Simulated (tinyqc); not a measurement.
Inside a calculation: thin (001) film in sp3s* tight binding with raised dangling bonds. Values are carried at full precision from step to step, so a last printed digit may differ when a step is redone from the rounded ones.

sp3s* tight binding, nearest neighbours only: anion (a) at 0, cation (c) at a/4 (1,1,1), orbitals s, px, py, pz, s* on each; k in units of 2 pi/a. With phases e_j = exp(i (pi/2) k.n_j) for n = (1,1,1), (1,-1,-1), (-1,1,-1), (-1,-1,1): g0 = (e1+e2+e3+e4)/4, g1 = (e1+e2-e3-e4)/4, g2 = (e1-e2+e3-e4)/4, g3 = (e1-e2-e3+e4)/4. The diagonal holds the levels Esa, Epa, Exa (s*) and Esc, Epc, Exc. Anion-cation block: <sa|sc> = Vss g0; <sa|xc> = Vsapc g1; <xa|sc> = -Vscpa g1; <xa|xc> = Vxx g0; <xa|yc> = <ya|xc> = Vxy g3, <xa|zc> = <za|xc> = Vxy g2, <ya|zc> = <za|yc> = Vxy g1; <s*a|xc> = Vxapc g1; <xa|s*c> = -Vpaxc g1; y and z take g2 and g3 in place of g1; s-s* and s*-s* vanish.

Inputs chosen for the exercise (out of a larger set: near a published set for Si, fitted to gaps, whose masses and valley positions are rough; not measured data):
- p = (-4.205, 1.722, -4.205, 1.722, 6.716, 6.716, -8.319, 1.727, 4.596, 5.689, 5.689, 5.352, 5.352) eV (order Esa, Epa, Esc, Epc, Exa, Exc, Vss, Vxx, Vxy, Vsapc, Vscpa, Vxapc, Vpaxc)
- N = 5 (atomic planes in the small film)
- dl = 10 eV (shift of the dangling hybrids)

## Bulk edges along [001]

Gap at Gamma and minimum on (0,0,kz), kz from 0.5 to 1, from the bulk Ev. States at zero in-plane momentum come from this line alone.

edges (eV): Gamma 3.4540, Delta 1.1881

kz of the minimum = 0.7341 2 pi/a

## The two blocks of the small film

Planes alternate anion (a), cation (c) along [001], a/4 apart, starting with an anion; zero in-plane momentum; levels counted from the bulk Ev, the lower root of [[Epa, Vxx], [Vxx, Epc]]; no spin-orbit coupling. Block of s, pz, s*: from an anion to the cation above, Vss/2 (s,s), Vsapc/2 (s,z), -Vscpa/2 (z,s), Vxx/2 (z,z), Vxapc/2 (s*,z), -Vpaxc/2 (z,s*); to the cation below the same with the s-z and s*-z signs reversed. Block of u = (px + py)/sqrt2 and v = (px - py)/sqrt2: to the cation above (Vxx + Vxy)/2 for u and (Vxx - Vxy)/2 for v, to the cation below the reverse. Each surface atom has two dangling sp3 hybrids; raising both by dl adds (dl/2) [[1, t], [t, 1]] to its s, pz levels (t = -1 at the bottom face, +1 at the top) and dl to the one of u, v in whose plane the missing bonds lie (v for a bottom anion or a top cation, u for a top anion).

Fill them in.

s, pz, s* block (eV), lower triangle:
```
,sa1,za1,*a1,sc2,zc2,*c2,sa3,za3,*a3,sc4,zc4,*c4,sa5,za5,*a5
sa1,0.800
za1,-5.000,6.727
*a1,0,0,6.721
sc2,-4.160,-2.845,0,-4.200
zc2,2.845,0.864,2.676,0,1.727
*c2,0,-2.676,0,0,0,6.721
sa3,0,0,0,-4.160,-2.845,0,-4.200
za3,0,0,0,2.845,0.864,2.676,0,1.727
*a3,0,0,0,0,-2.676,0,0,0,6.721
sc4,0,0,0,0,0,0,-4.160,-2.845,0,-4.200
zc4,0,0,0,0,0,0,2.845,0.864,2.676,0,1.727
*c4,0,0,0,0,0,0,0,-2.676,0,0,0,6.721
sa5,0,0,0,0,0,0,0,0,0,-4.160,-2.845,0,0.800
za5,0,0,0,0,0,0,0,0,0,2.845,0.864,2.676,5.000,6.727
*a5,0,0,0,0,0,0,0,0,0,0,-2.676,0,0,0,6.721
```

u, v block (eV), lower triangle:
```
,ua1,va1,uc2,vc2,ua3,va3,uc4,vc4,ua5,va5
ua1,1.727
va1,0,11.727
uc2,3.162,0,1.727
vc2,0,-1.435,0,1.727
ua3,0,0,-1.435,0,1.727
va3,0,0,0,3.162,0,1.727
uc4,0,0,0,0,3.162,0,1.727
vc4,0,0,0,0,0,-1.435,0,1.727
ua5,0,0,0,0,0,0,-1.435,0,11.727
va5,0,0,0,0,0,0,0,3.162,0,1.727
```

## Levels of the small film

Diagonalise both blocks.

levels of the s, pz, s* block (eV): -11.729  -9.579  -6.440  -2.645  1.811  1.980  3.129  3.928  5.699  6.721  7.609  8.134  10.004  11.023  11.593

levels of the u, v block (eV): -2.262  -2.262  -0.847  -0.847  4.168  4.168  5.626  5.626  11.950  11.950

No level lies between 0 and the bulk edge 1.188 eV; confinement has widened the gap at zero in-plane momentum to 2.658 eV.

## Checks

- Lowest conduction level of 201 planes, with the dangling hybrids shifted far away, against the bulk edge: 1.189 against 1.188.

Run: tinyqc, `OMP_NUM_THREADS=1 python tinyqc.py 1482645 1482646 out.jsonl`; Intel(R) Xeon(R) Processor @ 2.30GHz, one thread, shared host; about 0.4 s of CPU time with all checks.
